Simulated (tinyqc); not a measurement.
# p-n diode with diffusion and depletion-layer recombination, step by step

Numbers from tinyqc (`OMP_NUM_THREADS=1 python tinyqc.py 2260034 2260035 out.jsonl`; about 0.01 s on one thread of a shared Intel Xeon 2.30GHz). Printed values are rounded.

Abrupt junction in the depletion approximation, low injection, full ionisation, neutral widths fixed, ohmic contact on the p side. Vj is the junction voltage; where a series resistance Rs is given, V = Vj + J Rs is the terminal voltage.

Parameters, values chosen for the exercise; band and dielectric values close to those of 4H silicon carbide:
- T = 293 K (temperature)
- Eg = 3.29 eV (band gap)
- eps_r = 9.54 (relative permittivity)
- Nc = 1.66e19 cm^-3 (conduction-band density of states at T)
- Nv = 2.46e19 cm^-3 (valence-band density of states at T)
- Na = 2.7e18 cm^-3 (acceptor density)
- Nd = 1.5e16 cm^-3 (donor density)
- mun = 130 cm^2/(V s) (electron mobility in the p side)
- mup = 110 cm^2/(V s) (hole mobility in the n side)
- tn = 3e-8 s (electron lifetime)
- tp = 9e-9 s (hole lifetime)
- wp = 0.47 um (neutral width of the p side)
- wn = 1.3 um (neutral width of the n side)
- Sp = 1e7 cm/s (recombination velocity at the n contact)
- Rs = 0.0032 ohm cm^2 (series resistance)
- Et = 0 eV (trap level above the intrinsic level)
- Vj = 1.46 V (junction voltage at which recombination is evaluated)
- V = 2.88 V (terminal voltage)

Constants: q = 1.602176634e-19 C, kB = 1.380649e-23 J/K, Vt = kB T/q, eps0 = 8.8541878128e-14 F/cm where lengths are in cm. Results are converted to the units shown.

## Diffusion lengths and saturation currents

ni = sqrt(Nc Nv) exp(-Eg/(2 Vt)), Eg in volts; D = mu Vt; Ln = sqrt(Dn tn), Lp = sqrt(Dp tp); J0n = q ni^2 Dn coth(wp/Ln)/(Ln Na); J0p = (q ni^2 Dp/(Lp Nd)) (s + tanh(wn/Lp))/(1 + s tanh(wn/Lp)), s = Sp Lp/Dp.

ni = 1.02452e-9 cm^-3
Ln = 3.13800 um
Lp = 1.58102 um
J0n = 4.38234e-51 A/cm^2
J0p = 2.90811e-49 A/cm^2

wp/Ln = 0.15 and wn/Lp = 0.82; holes carry 98.5 % of the diffusion current.

## Recombination in the depleted layer

ni = sqrt(Nc Nv) exp(-Eg/(2 Vt)), Eg in volts. Vbi = Vt ln(Na Nd/ni^2), W = sqrt(2 eps0 eps_r (Vbi - Vj)(1/Na + 1/Nd)/q), xp = W Nd/(Na + Nd), xn = W Na/(Na + Nd); u(x) = q Na (x + xp)^2/(2 eps0 eps_r) for x < 0 and Vbi - Vj - q Nd (xn - x)^2/(2 eps0 eps_r) for x > 0; p = Na exp(-u/Vt), n = Nd exp((u - Vbi + Vj)/Vt); U = ni^2 (exp(Vj/Vt) - 1)/(tp (n + ni exp(Et/Vt)) + tn (p + ni exp(-Et/Vt))); J_scr = q times the integral of U from -xp to xn. Trapezoid rule on 13 equal steps.

W = 336.009 nm

| point | x (nm) | u (V) | n (cm^-3) | p (cm^-3) | U (cm^-3 s^-1) |
|---|---|---|---|---|---|
| 0 | -1.856 | 0.00000 | 5.04158e-12 | 2.7e18 | 1.68053e-4 |
| 1 | 23.990 | 0.22872 | 4.33157e-8 | 3.14257e14 | 1.44386 |
| 2 | 49.837 | 0.44730 | 2.49125e-4 | 5.46402e10 | 8304.18 |
| 3 | 75.684 | 0.64688 | 0.674922 | 2.01686e7 | 2.24974e7 |
| 4 | 101.531 | 0.82745 | 861.297 | 15804.4 | 2.82481e10 |
| 5 | 127.378 | 0.98901 | 5.17744e5 | 26.2915 | 2.92078e9 |
| 6 | 153.225 | 1.13156 | 1.46602e8 | 0.0928516 | 1.03168e7 |
| 7 | 179.072 | 1.25511 | 1.95537e10 | 6.96146e-4 | 77349.6 |
| 8 | 204.918 | 1.35965 | 1.22852e12 | 1.10802e-5 | 1231.14 |
| 9 | 230.765 | 1.44518 | 3.63578e13 | 3.74398e-7 | 41.5997 |
| 10 | 256.612 | 1.51171 | 5.06846e14 | 2.68568e-8 | 2.98409 |
| 11 | 282.459 | 1.55923 | 3.32826e15 | 4.08990e-9 | 0.454433 |
| 12 | 308.306 | 1.58774 | 1.02949e16 | 1.32223e-9 | 0.146915 |
| 13 | 334.153 | 1.59724 | 1.5e16 | 9.07484e-10 | 0.100832 |

J_scr = 1.29210e-14 A/cm^2

With 2000 steps J_scr = 2.235e-14 A/cm^2; the coarse value is 42 % below it. U is largest at x = 102 nm among these points; the peak lies where tp n = tn p. On the fine grid U peaks at 1.123e11 cm^-3 s^-1, and J_scr/(q U_max) is 3.70 % of W, the effective width of the recombining zone.

## Starting value

Vj = V.

Vj at the start = 2.88 V

## Iteration 1: new Vj

J0 = J0n + J0p = 2.95193e-49 A/cm^2

Diffusion current alone: J = J0 (exp(Vj/Vt) - 1), g = Vj + J Rs - V, g' = 1 + Rs J0 exp(Vj/Vt)/Vt, Vj(new) = Vj - g/g'.

J = 10.1826 A/cm^2
g = 0.0325842 V
g' = 2.29053
Vj after iteration 1 = 2.86577 V

## Iteration 2: new Vj

As before.

J = 5.79652 A/cm^2
g = 0.00432322 V
g' = 1.73464
Vj after iteration 2 = 2.86328 V

## Course of the iteration

Stop when the step is below 1e-10 V, or after 80 iterations.

Course of the iteration:

| iteration | Vj before the step (V) | step (V) |
|---|---|---|
| 1 | 2.88 | -0.0142 |
| 2 | 2.86577 | -2.49e-3 |
| 3 | 2.86328 | -5.25e-5 |
| 4 | 2.86323 | -2.18e-8 |
| 5 | 2.86323 | -4.00e-15 |

Converged in 5 iterations.
